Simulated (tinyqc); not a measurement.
Inside a calculation: round or elliptic silicon nanowire with anisotropic valleys (Ritz method). Values are carried at full precision from step to step, so a last printed digit may differ when a step is redone from the rounded ones.

Wire along x = [110] on a (001) wafer, y = [-110], z = [001]. Valley groups (w = inverse masses): A, two valleys along z: w_y = 1/mt, w_z = 1/ml, m_x = mt; B, four valleys in the wafer plane: w_y = (1/ml + 1/mt)/2, w_z = 1/mt, m_x = (ml + mt)/2.

Constants: hbar^2/2m0 = 3.80998211 eV angstrom^2; kB = 8.617333262e-05 eV/K.

Inputs chosen for the exercise (near those of a Si nanowire; the results hold for these values, not for the real material): ml = 0.926 m0 (longitudinal mass); mt = 0.189 m0 (transverse mass); a = 14 angstrom (semi-axis along y); b = 14 angstrom (semi-axis along z); group = A (valley group worked out); T = 350 K (temperature).

## Stretching the ellipse

Scaling y by 1/sqrt(w_y) and z by 1/sqrt(w_z) makes the mass 1 and the semi-axes A = a/sqrt(w_y), B = b/sqrt(w_z). List them with the one-function estimate 3c (1/A^2 + 1/B^2) and the slender limit c (pi/2s)^2 (1 + 2s/(pi l)), s and l the smaller and larger of A, B; c = hbar^2/2m0.

Groups:
```
group  g     A      B  axis ratio  one function (eV)  slender limit (eV)
A      2  6.09  13.47       2.213             0.3715              0.3268
B      4  7.84   6.09       1.289             0.4943              0.3791
```

The one-function value suits axis ratios near 1 and the slender limit ratios well above 2.

## Matrices of three even functions

Hard wall on the ellipse (y/a)^2 + (z/b)^2 = 1, c = hbar^2/2m0. With u = y/a, v = z/b the operator is -c [(w_y/a^2) d2/du2 + (w_z/b^2) d2/dv2] on the unit disc. Basis (1 - u^2 - v^2) u^i v^j; S, X and Y are the disc integrals of f f', (df/du)(df'/du) and (df/dv)(df'/dv), from the integral of u^p v^q = 2 Gamma((p+1)/2) Gamma((q+1)/2)/((p + q + 2) Gamma((p+q+2)/2)) for even p, q; H = c (w_y X/a^2 + w_z Y/b^2).

Basis 1, u^2, v^2 times (1 - u^2 - v^2); form S and H for the chosen group.

S:
```
            1       u^2       v^2
1    1.047198  0.130900  0.130900
u^2  0.130900  0.039270  0.013090
v^2  0.130900  0.013090  0.039270
```

H (meV):
```
            1      u^2      v^2
1    389.0620  64.8437  64.8437
u^2   64.8437  78.1686   8.1055
v^2   64.8437   8.1055  35.3078
```

## Lowest level in this basis

Solve H p = E S p for the wire level; give E, the ratios p2/p1 and p3/p1, and H11/S11.

E = 352.2 meV

ratios: -0.25  -0.83

one function = 371.5 meV

The two added functions lower the level by 19.3 meV (5.2 %), mostly by narrowing the state along v, the direction in which the stretched ellipse is long.

## Subbands

Converged values use 21 functions of each parity class (e or o in u, then in v).

The nine lowest levels of all groups and parity classes.

Subbands:
```
group, parity  g  m_x (m0)  E (eV)
A ee           2    0.1890  0.3519
B ee           4    0.5575  0.4756
A eo           2    0.1890  0.5899
A ee           2    0.1890  0.9141
B oe           4    0.5575  1.0564
A oe           2    0.1890  1.1849
A eo           2    0.1890  1.3293
B eo           4    0.5575  1.3564
A oo           2    0.1890  1.5619
```

At 350 K and without degeneracy the populations go as g sqrt(m_x) exp(-E/kB T): among these nine the lowest level holds 95 % and the light transport mass mt 95 % of the electrons. Levels above about 0.3 eV lie beyond parabolic valleys and hard walls.

## Checks

- Circle of radius a with both masses mt against c (2.404826/R)^2/m, eV: both 0.5948.

Program tinyqc; command `OMP_NUM_THREADS=1 python tinyqc.py 1280767 1280768 out.jsonl`; about 0.05 s on one thread of a shared Intel(R) Xeon(R) Processor @ 2.30GHz.
